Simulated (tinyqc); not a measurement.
Mobility of a non-polar semiconductor in the relaxation-time approximation: one step, computed by the program tinyqc. Command: `OMP_NUM_THREADS=1 python tinyqc.py 3015740 3015741 out.jsonl rta walk`. One thread of a shared host (Intel(R) Xeon(R) Processor @ 2.30GHz), about 0.01 s of CPU time with the checks.

Each valley is treated as a sphere of mass m_d for states and rates, with one isotropic relaxation time; the conductivity mass m_c sets the current.

Task: Rates at a few energies. Parabolic band: E = hbar^2 k^2/(2 m), speed v = hbar k/m, states per spin, volume and energy g(E) = m k/(2 pi^2 hbar^2). Here m = m_d. Masses are multiplied by m_0 and all formulas are in SI units. Phonon occupation N_q = 1/(exp(hbar w/(k_B T)) - 1). Acoustic deformation potential (elastic, equipartition, absorption and emission together): 1/tau = 2 pi k_B T D_A^2 g(E)/(hbar rho v_l^2). Optical or intervalley deformation potential: 1/tau = (pi Z_f D_o^2/(rho w)) [N_q g(E + hbar w) + (N_q + 1) g(E - hbar w)], with g = 0 below the band edge. Each optical term is multiplied by (1 - f(E'))/(1 - f(E)), E' the final energy, for Pauli blocking. Singly charged impurities, momentum relaxation: 1/tau = N_I e^4 m (1 + 2 alpha E) Phi/(8 pi (eps_s eps_0)^2 hbar^3 k^3), with alpha = 0 for a parabolic band. Brooks-Herring: Phi = ln(1 + b) - b/(1 + b), b = 4 k^2 L_s^2.

Inputs (values chosen for the exercise, for a model non-polar semiconductor):
```
quantity                                          value       unit
static permittivity eps_s                          13.6          -
density rho                                        3790     kg/m^3
sound velocity v_l                                10500        m/s
acoustic deformation potential D_A                   10         eV
phonon energy hbar w                               50.1        meV
optical or intervalley deformation potential D_o    6.4  1e8 eV/cm
final valleys Z_f                                     1          -
temperature T                                       200          K
```

Band: parabolic. Impurity formula: Brooks-Herring. Further scattering: none.

reduced Fermi level eta = -2.308576

density-of-states mass m_d = 0.16 m_0

ionised impurity density N_I = 8.40e+16 1/cm^3

screening length L_s = 12.62658 nm

Constants: k_B = 8.617333262e-05 eV/K; k_B = 1.380649e-23 J/K; e = 1.602176634e-19 C; hbar = 1.054571817e-34 J s; m_0 = 9.1093837015e-31 kg; hbar = 6.582119569e-16 eV s; eps_0 = 8.8541878128e-12 F/m.

Give: Rates (1e12/s) at E = (max(eta, 0) + 0.5, 1, 2, 4) k_B T.

Result:

Rates (1e12/s) at E = (max(eta, 0) + 0.5, 1, 2, 4) k_B T:
```
E (meV)  acoustic  optical  ionised impurity
8.617     0.12765  0.02306            6.0945
17.235    0.18053  0.02417            2.7866
34.469    0.25531  0.02652            1.2155
68.939    0.36106  0.25042            0.5124
```
